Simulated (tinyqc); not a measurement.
# Interface states from two metals

Problem. Schottky barriers follow phi = S (pM - chi) + (1 - S) E0, S = 1/(1 + q Ds dl/(eps0 ei)). Find S, E0 and Ds.

Parameters, values chosen for the exercise; material values close to those of silicon:
```
symbol  value  unit                           meaning
chi         4    eV                 electron affinity
dl       0.39    nm  thickness of the interface layer
ei        1.1               its relative permittivity
```

Constants: q = 1.602176634e-19 C, eps0 = 8.8541878128e-14 F/cm where lengths are in cm. Results are converted to the units shown.

phi for pM = 4.13 and 5.04 eV (eV): [0.42032465, 0.47808132]

Solution. The slope is S, and either point then gives E0.

S = 0.06347
E0 = 0.4400 eV
Ds = 2.300e14 cm^-2 eV^-1

Computed by the program tinyqc: `OMP_NUM_THREADS=1 python tinyqc.py 2430041 2430042 out.jsonl`, one thread of a shared Intel Xeon 2.30GHz, about 0.01 s for the whole run.
